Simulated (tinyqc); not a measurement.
Comparisons within one model: Slater-Koster d bands of an fcc metal. A value that a table varies takes the place of the one given here.

Slater-Koster d bands. For a bond with direction cosines (l, m, n) the 5 x 5 block is dds Ps + ddp Pp + ddd (1 - Ps - Pp), the projectors on sigma, pi and delta states about the bond; for instance <xy|xy> = 3 l^2 m^2 dds + (l^2 + m^2 - 4 l^2 m^2) ddp + (n^2 + l^2 m^2) ddd, <xy|yz> = 3 l m^2 n dds + l n (1 - 4 m^2) ddp + l n (m^2 - 1) ddd and <3z2-r2|3z2-r2> = (n^2 - (l^2 + m^2)/2)^2 dds + 3 n^2 (l^2 + m^2) ddp + (3/4)(l^2 + m^2)^2 ddd. H(k) sums the blocks times cos(k.R) over the neighbours; the d level is the zero of energy; k in 2 pi/a.

Neighbours: twelve at (a/2)(1,1,0) and equivalents.

Mesh: k = f1 b1 + f2 b2 + f3 b3 with fractions (j + 1/2)/N, j = 0 to N - 1, and b = (-1,1,1), (1,-1,1), (1,1,-1) for fcc, (0,1,1), (1,0,1), (1,1,0) for bcc, unit vectors for simple cubic. The lowest Nd/10 of all levels are filled with two electrons each; the bond energy is their sum per atom.

Parameters, chosen for this exercise (of the size met in Co; not measured data): dds = -0.516 eV (dd sigma); ddp = 0.273 eV (dd pi); ddd = -0.046 eV (dd delta); N = 8 (mesh); f2 = 0.487 (factor for second neighbours in bcc).

## Band filling: full bands against the rectangular model

W = sqrt(12 mu2) with mu2 the mean square level on the mesh; rectangular model: Fermi level W (Nd/10 - 1/2), bond energy -W Nd (10 - Nd)/20. The Fermi level of the mesh is the highest filled level.

Per atom (eV):

| Nd | EF, bands | bond energy, bands | EF, rectangle | bond energy, rectangle |
|---|---|---|---|---|
| 1 | -1.268 | -1.652 | -1.390 | -1.564 |
| 2 | -1.023 | -2.804 | -1.043 | -2.781 |
| 3 | -0.769 | -3.672 | -0.695 | -3.650 |
| 4 | -0.399 | -4.243 | -0.348 | -4.171 |
| 5 | 0.042 | -4.412 | 0.000 | -4.345 |
| 6 | 0.477 | -4.152 | 0.348 | -4.171 |
| 7 | 0.732 | -3.527 | 0.695 | -3.650 |
| 8 | 1.056 | -2.621 | 1.043 | -2.781 |
| 9 | 1.319 | -1.431 | 1.390 | -1.564 |

W = 3.476 eV
full width on the mesh = 3.981 eV

The bond energy is deepest at Nd = 5 (-4.412 eV); the rectangle has its minimum at 5. The two differ most at Nd = 8, by 0.160 eV or 4 % of the deepest value: the second moment fixes the parabola, and higher moments the rest. At Nd = 3 and 7 the bands give -3.672 and -3.527 eV, a skew towards less than half filling.

## Which lattice a d-band metal prefers

fcc has twelve neighbours, bcc eight and six (the six times f2), simple cubic six. The integrals of bcc and sc are scaled so that all three have the second moment of fcc, which stands for equal repulsion (structural energy difference theorem). s and p electrons are left out.

Bond energy per atom:

| Nd | fcc (eV) | bcc - fcc (meV) | sc - fcc (meV) |
|---|---|---|---|
| 1 | -1.652 | 101 | -46 |
| 2 | -2.804 | 21 | -22 |
| 3 | -3.672 | -105 | 87 |
| 4 | -4.243 | -190 | 254 |
| 5 | -4.412 | 3 | 342 |
| 6 | -4.152 | 206 | 163 |
| 7 | -3.527 | 221 | -57 |
| 8 | -2.621 | 66 | -206 |
| 9 | -1.431 | -100 | -267 |

scale factors: bcc 1.1285, sc 1.4142

mu3/mu2^1.5: fcc -0.162, bcc -0.153, sc 0.000

mu4/mu2^2: fcc 1.834, bcc 1.731, sc 2.380

largest change of a difference when N is raised to 14 = 25 meV

fcc is lowest for Nd = 5 and 6. bcc is lowest for Nd = 3 and 4. sc is lowest for Nd = 1, 2, 7, 8 and 9. bcc gains most on fcc at Nd = 4 (-190 meV). A small fourth moment marks a two-peaked band, which tends to favour fillings near one half; bcc has -6 % against fcc, and at Nd = 5 it lies +3 meV from fcc, which the fourth moment alone does not explain (differences of a few tens of meV are within the error of the mesh; hcp is left out, and this d-only model can miss the lattice of the real metal). The third moments, from three-membered rings, skew the bands. That simple cubic wins anywhere comes from keeping d bands and equal second moments alone; no transition metal takes it. Differences below about 25 meV are within the error of this mesh, and the s and p electrons left out weigh most where the d band is nearly empty or full.

## What each integral does

Levels at Gamma, E(t2g) = 3 dds + 4 ddp + 5 ddd, E(eg) = 1.5 dds + 6 ddp + 4.5 ddd, and W = sqrt(12 mu2), the width of a rectangular band with the same second moment mu2 = z (dds^2 + 2 ddp^2 + 2 ddd^2)/5, z = 12. Each row changes one parameter from the base and keeps the others.

Results:

| case | t2g (eV) | eg (eV) | W (eV) |
|---|---|---|---|
| base | -0.6860 | 0.6570 | 3.4761 |
| dds = -0.5934 eV | -0.9182 | 0.5409 | 3.8152 |
| ddp = 0.2321 eV | -0.8496 | 0.4116 | 3.3005 |
| ddd = -0.0391 eV | -0.6515 | 0.6881 | 3.4712 |

The largest shifts from the base row, up to three for each result and ties (the steps differ in size, so this ranks the rows, not the parameters). t2g (eV): dds -0.2322, ddp -0.1636, ddd +0.0345. eg (eV): ddp -0.2454, dds -0.1161, ddd +0.0310. W (eV): dds +0.3392, ddp -0.1756, ddd -0.0049. The ratio of the shifts of t2g and eg names the integral: 3 : 1.5 for dds, 4 : 6 for ddp, 5 : 4.5 for ddd.

Computed by tinyqc, a small Python program: `OMP_NUM_THREADS=1 python tinyqc.py 1482536 1482537 out.jsonl` (the numbers bound the seed that draws the inputs); one thread of a shared host (Intel(R) Xeon(R) Processor @ 2.30GHz), about 0.03 s for the whole set of steps.
